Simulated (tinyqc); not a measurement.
Sensitivity of the reflectance: thin-film optics by transfer matrices.

Indices N = n + i k. Snell: N0 sin(theta) = N_j sin(theta_j), with Im(N_j cos theta_j) >= 0. Admittance y_j = N_j cos theta_j for s and N_j/cos theta_j for p. Phase delta_j = 2 pi N_j cos theta_j d_j/lambda. Layer matrix [[cos delta, -i sin delta/y], [-i y sin delta, cos delta]], multiplied from the top down to M. (B, C) = M (1, y_sub); r = (y0 B - C)/(y0 B + C), R = |r|^2, T = 4 Re y0 Re y_sub/|y0 B + C|^2, absorbed in the films 1 - R - T.

Parameters, chosen for this exercise (indices near those of HfO2, SiO2 on polySi; shifted at random, so the results belong to these values and not to a real crystal): lam = 633 nm (vacuum wavelength); n0 = 1 (ambient index); n = (2.022, 1.434, 3.969) (n of HfO2, SiO2, substrate); k = (0, 0, 0.038) (k in the same order); d = (2.3, 2.7) nm (thicknesses, top first); theta = 60 degrees (angle of incidence).

R for both polarisations.

Results for these values:

| case | R_s | R_p | T_s |
|---|---|---|---|
| base | 0.5931 | 0.1159 | 0.4069 |

What happens to each result for n = (2.062, 1.434, 3.969), all else kept?

Answer: R_s falls from 0.5931 to 0.5930; R_p falls from 0.1159 to 0.1158; T_s rises from 0.4069 to 0.4070.

The same for each parameter in turn:

| case | R_s | R_p | T_s |
|---|---|---|---|
| base | 0.5931 | 0.1159 | 0.4069 |
| d = (7.3, 2.7) nm | 0.5868 | 0.1145 | 0.4132 |
| n = (2.062, 1.434, 3.969) | 0.5930 | 0.1158 | 0.4070 |
| k = (0, 0, 0.052) | 0.5931 | 0.1159 | 0.4069 |
| lam = 638 nm | 0.5932 | 0.1159 | 0.4068 |
| theta = 65 degrees | 0.6428 | 0.0709 | 0.3572 |

Computed by tinyqc, a small Python program: `OMP_NUM_THREADS=1 python tinyqc.py 1652583 1652584 out.jsonl` (the numbers bound the seed that draws the inputs); one thread of a shared host (Intel(R) Xeon(R) Processor @ 2.30GHz), about 0.01 s for the whole set of steps.
